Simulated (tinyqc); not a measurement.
Capacitance measurement on a leaky thin oxide: effects of series resistance and leakage: effect of the gate area.

The device is a capacitance C in parallel with a leakage conductance G, in series with Rs and Ls. An impedance meter reports either a parallel pair (Cp, Gp) from Y = 1/Z = Gp + i w Cp or a series pair (Cs, Rm) from Z = Rm + 1/(i w Cs); w = 2 pi f, dissipation D = Gp/(w |Cp|).

EOT = 3.9 tox/eox; CET = EOT + zc + zp; C = 3.9 eps0 A/CET; G = Jg A/Vs. Z = Rs + i w Ls + 1/(G + i w C); CET read from Cp = 3.9 eps0 A/Cp; errors under 0.001 % are printed as 0. Rs is held fixed.

Values chosen for this exercise; values of the order met in thin-oxide MOS capacitors: relative permittivity of the gate insulator (close to silicon dioxide) eox = 3.9; insulator thickness tox = 2.1 nm; oxide-equivalent thickness added by the accumulation layer zc = 0.32 nm; oxide-equivalent thickness added by gate depletion zp = 0 nm; gate leakage current density, not matched to the thickness Jg = 15 A/cm^2; voltage for an e-fold rise of the leakage Vs = 0.18 V; series resistance Rs = 350 ohm; series inductance Ls = 0 nH; measuring frequency f = 1e6 Hz.

Constants: eps0 = 8.8541878128e-14 F/cm where lengths are in cm. Results are converted to the units shown.

Effect of the gate area:
```
A (um^2)  C (pF)  Cp (pF)  Cs (pF)      D  error of Cp (%)  error of Cs (%)  CET read from Cp (nm)
20        0.2854   0.2821    24.94  9.350            -1.16             8640                  2.448
70        0.9988   0.9593    87.29  9.487            -3.96             8640                  2.520
200        2.854    2.548    249.4  9.843            -10.7             8640                  2.711
600        8.561    6.200    748.2  10.94            -27.6             8640                  3.342
2000       28.54    11.37     2494  14.78            -60.2             8640                  6.076
5000       71.35    11.76     6235  23.01            -83.5             8640                  14.68
10000      142.7    9.242  1.247e4  36.72            -93.5             8640                  37.36
40000      570.8    3.523  4.988e4  119.0            -99.4             8640                  392.1
```

Read the table: what changes, and by how much?

As A goes from 20 to 40000, the error of Cp goes from -1.16 to -99.4 %, that of Cs from 8640 to 8640 %, and D rises from 9.35 to 119. The CET read from Cp goes from 2.45 to 392 nm against the true 2.42 nm. G/(w C) does not depend on the area, while G Rs and w C Rs grow with it. In every row D exceeds 1, where the accuracy of real meters degrades in proportion to sqrt(1 + D^2).

Computed by the program tinyqc: `OMP_NUM_THREADS=1 python tinyqc.py 2022196 2022197 out.jsonl`, one thread of a shared Intel Xeon 2.30GHz, about 0.01 s for the whole run.
